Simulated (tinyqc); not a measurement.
Frequency dispersion of an accumulation capacitance by border traps, distributed model: two steps of the calculation.

Traps spread evenly through the insulator exchange electrons with the semiconductor by tunnelling, with tau(x) = t0 exp(2 ka x) at depth x from the interface. The admittance per area Y seen at depth x obeys dY/dx = -Y^2/(i w eps0 eox) + q Nb ln(1 + i w tau)/tau, with Y(0) = i w Cs and w = 2 pi f; the gate sees Y(tox) = G + i w C. Working variable y = Y/(i w), in uF/cm^2. Cox = eps0 eox/tox.

Parameters, values chosen for the exercise; permittivity close to that of silicon dioxide:
```
symbol,value,unit,meaning
eox,3.75,,relative permittivity of the insulator
tox,8.6,nm,insulator thickness
Cs,0.89,uF/cm^2,semiconductor capacitance in accumulation
Nb,5e19,cm^-3 eV^-1,density of border traps
ka,4.5,1/nm,decay constant of the wave function in the insulator
t0,4e-11,s,time constant of a trap at the interface
f,1000,Hz,frequency
xe,2.2,nm,depth down to which the steps are taken
```

Constants: q = 1.602176634e-19 C, eps0 = 8.8541878128e-14 F/cm where lengths are in cm. Results are converted to the units shown.

Question 1. Midpoint steps through the active depth. In terms of y: dy/dx = -y^2/(eps0 eox) + s(x), s = q Nb ln(1 + z)/z, z = i w tau. 9 midpoint steps of h = xe/9: y_half = y + (h/2) y'(x, y), y(new) = y + h y'(x + h/2, y_half).

Give: x; s; y.

Answer 1.

```
point  x (nm)  s (uF/(cm^2 nm))   y (uF/cm^2)
0           0    0.8011+0.0000i  0.890+0.000i
1      0.2444    0.8011+0.0000i  1.018+0.000i
2      0.4889    0.8011+0.0000i  1.128+0.000i
3      0.7333    0.8011-0.0001i  1.222+0.000i
4      0.9778    0.8011-0.0007i  1.300+0.000i
5       1.222    0.8010-0.0060i  1.364-0.001i
6       1.467    0.7962-0.0539i  1.417-0.005i
7       1.711    0.5794-0.2997i  1.450-0.039i
8       1.956    0.1072-0.1744i  1.367-0.095i
9       2.200    0.0125-0.0369i  1.250-0.095i
```

Question 2. Capacitance and conductance at the gate. Beyond xe the traps are ignored, so 1/y(tox) = 1/y(xe) + (tox - xe)/(eps0 eox); C = Re y, G/w = -Im y, loss tangent G/(w C).

y at xe = 1.2499376-0.0952931i uF/cm^2

Give: y at the gate; C; G/w; loss tangent.

Answer 2.

y at the gate = 0.3671-0.0082i uF/cm^2
C = 0.3671 uF/cm^2
G/w = 0.008175 uF/cm^2
loss tangent = 0.02227

Numbers from tinyqc (`OMP_NUM_THREADS=1 python tinyqc.py 2202165 2202166 out.jsonl`; about 0.7 s on one thread of a shared Intel Xeon 2.30GHz).
